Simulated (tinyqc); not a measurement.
Input admittance of a MOSFET at zero drain bias: distributed channel and distributed gate: one step of the calculation.

Source and drain grounded, strong inversion, w = 2 pi f, Cox = eps0 eox/tox. The channel is an RC line of resistance 1/(mu Cox Vo) per square fed from both ends, so one finger has the intrinsic admittance y = i w Cox L tanh(g)/g per width, g = (1/2) sqrt(i w tau), tau = L^2/(mu Vo). The vertical resistance rv/L is in series with y, the overlaps 2 i w Cov in parallel: y_t = 1/(1/y + rv/L) + 2 i w Cov. The gate strip is a line of Rsh/L per length loaded by y_t, so a finger has Y = y_t Wf tanh(k)/k, k = (Wf/sd) sqrt(y_t Rsh/L); the device has Nf Y.

Task. Low-frequency resistances and capacitance. Low-frequency limits, with c = Cox L and ct = c + 2 Cov: R_strip = Rsh Wf/(3 sd^2 L Nf), R_ch = (c/ct)^2 L/(12 mu Cox Vo Wf Nf), R_vert = (c/ct)^2 rv/(L Wf Nf), C = ct Wf Nf.

Values chosen for this exercise; values of the order met in silicon radio-frequency transistors: relative permittivity of the gate insulator (close to silicon dioxide) eox = 3.9; insulator thickness tox = 2.4 nm; channel length L = 0.12 um; finger width Wf = 18 um; number of fingers Nf = 8; channel mobility mu = 400 cm^2/(V s); gate overdrive Vo = 0.39 V; sheet resistance of the gate Rsh = 3 ohm/square; vertical resistivity of the gate stack rv = 5.9 ohm um^2; number of ends at which a finger is contacted sd = 1; overlap and fringe capacitance on each side Cov = 0.36 fF/um.

Constants: eps0 = 8.8541878128e-14 F/cm where lengths are in cm. Results are converted to the units shown.

Find: parts; sum; C; 1/(2 pi R C).

Result.

parts (ohm): strip 18.750, channel 0.15409, vertical 0.17004
sum = 19.074 ohm
C = 352.31 fF
1/(2 pi R C) = 23.684 GHz

The strip term is the largest, 98.3 % of the sum.

Numbers from tinyqc (`OMP_NUM_THREADS=1 python tinyqc.py 2262046 2262047 out.jsonl`; about 0.01 s on one thread of a shared Intel Xeon 2.30GHz).
